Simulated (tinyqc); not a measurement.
Energy and lattice constant: complex band structure along [001] in sp3s* tight binding.

For k = (0, 0, kz) the phase sums are g0 = cos(phi) and g3 = i sin(phi), phi = kz a/4, and the s, pz, s* orbitals of anion (a) and cation (c) decouple from px, py. With z = exp(i phi), H(z) = H0 + z T + T^T/z for any complex z. H0 is diagonal (Esa, Epa, Exa, Esc, Epc, Exc). The anion-cation block is B(z) = z U + W/z and the cation-anion block z W^T + U^T/z, where U has Vss/2 (s,s), Vsapc/2 (s,z), -Vscpa/2 (z,s), Vxx/2 (z,z), Vxapc/2 (s*,z), -Vpaxc/2 (z,s*), and W has the same values with the s-z and s*-z signs reversed. |z| = 1 is a band state, |z| < 1 decays along [001] as exp(-kappa d) over a distance d, kappa = -(4/a) ln|z|. No spin-orbit coupling.

Inputs chosen for the exercise (out of a larger set: near a published set for GaP, fitted to gaps, whose masses and valley positions are rough (light masses up to twice too heavy); not measured data):

| symbol | value | unit | meaning |
|---|---|---|---|
| p | (-8.071, 1.132, -2.209, 4.085, 8.58, 7.173, -7.41, 2.17, 5.112, 4.239, 6.38, 4.607, 5.1) | eV | order Esa, Epa, Esc, Epc, Exa, Exc, Vss, Vxx, Vxy, Vsapc, Vscpa, Vxapc, Vpaxc |
| a | 5.452 | angstrom | lattice constant |
| dE | 1.27 | eV | E - Ev |

The slowest root of the s-pz block and the heavy-hole branch, sinh^2(kappa a/4) = ((E - Epa)(E - Epc) - Vxx^2)/(Vxx^2 - Vxy^2), at E = Ev + dE with Ev the lower root of [[Epa, Vxx], [Vxx, Epc]]; the couplings are kept when a changes.

One parameter was then changed.

Results before and after:

| case | slowest kappa (1/angstrom) | heavy-hole kappa (1/angstrom) |
|---|---|---|
| base | 0.1756 | 0.3436 |
| changed | 0.1764 | 0.3462 |

Which of these changes was made? (a) a = 5.616 angstrom; (b) dE = 1.3 eV.
Answer: (b) dE = 1.3 eV. Of the candidates, run in turn, only this one gives the changed row.

All candidates:

| case | slowest kappa (1/angstrom) | heavy-hole kappa (1/angstrom) |
|---|---|---|
| base | 0.1756 | 0.3436 |
| dE = 1.3 eV | 0.1764 | 0.3462 |
| a = 5.616 angstrom | 0.1705 | 0.3336 |

With the couplings fixed, kappa a stays, so kappa scales as 1/a.

Run: tinyqc, `OMP_NUM_THREADS=1 python tinyqc.py 1480022 1480023 out.jsonl`; Intel(R) Xeon(R) Processor @ 2.30GHz, one thread, shared host; about 0.01 s of CPU time with all checks.
